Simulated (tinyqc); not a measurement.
Composition from the perpendicular lattice constant.

Inverse problem. The layer is x parts of the first compound and 1 - x of the second, grown coherently on the second as substrate and barrier. Rows of the table: lattice constant a, average valence level Ea on an absolute scale, spin-orbit splitting so, gaps at Gamma, X and L, hydrostatic deformation potentials av and ac (Gamma), shear potential b, elastic constants, electron and heavy-hole (along z) masses. All are interpolated linearly in x; gaps get -C x (1 - x), taken wholly in the conduction band; real line-ups can differ from this model by 0.1 eV or more. In-plane strain e = (a_substrate - a)/a, e_z = -2 (c12/c11) e, volume change 2 e + e_z. X-ray diffraction gives a_z = a (1 + e_z) of the coherent layer. Find x, e and the relaxed Gamma gap.

Inputs (values chosen for the exercise): bowing of the Gamma gap CG = 0.19 eV; bowing of the X gap CX = 0.24 eV; bowing of the L gap CL = 0.16 eV.

Binary compounds, values chosen for the exercise:
```
,close to GaP,close to GaAs
a (angstrom),5.451,5.653
Ea (eV),-7.4,-6.92
so (eV),0.0797,0.335
EG (eV),2.81,1.44
EX (eV),2.29,1.89
EL (eV),2.61,1.69
av (eV),1.68,1.17
ac (eV),-7.18,-7.07
b (eV),-1.81,-1.69
c11 (GPa),141,119
c12 (GPa),61.9,54.3
me (m0),0.129,0.0664
mh (m0),0.334,0.354
```

lattice constant along the growth direction = 5.59906971 angstrom

Solution. a_z changes steadily with x, about (1 + 2 c12/c11) times as fast as the relaxed lattice constant, so one composition matches.

x = 0.140
e = 0.503 %
relaxed Gamma gap = 1.61 eV

Program tinyqc, `OMP_NUM_THREADS=1 python tinyqc.py 2690120 2690121 out.jsonl`; Intel Xeon 2.30GHz, shared host, one thread, about 0.01 s.
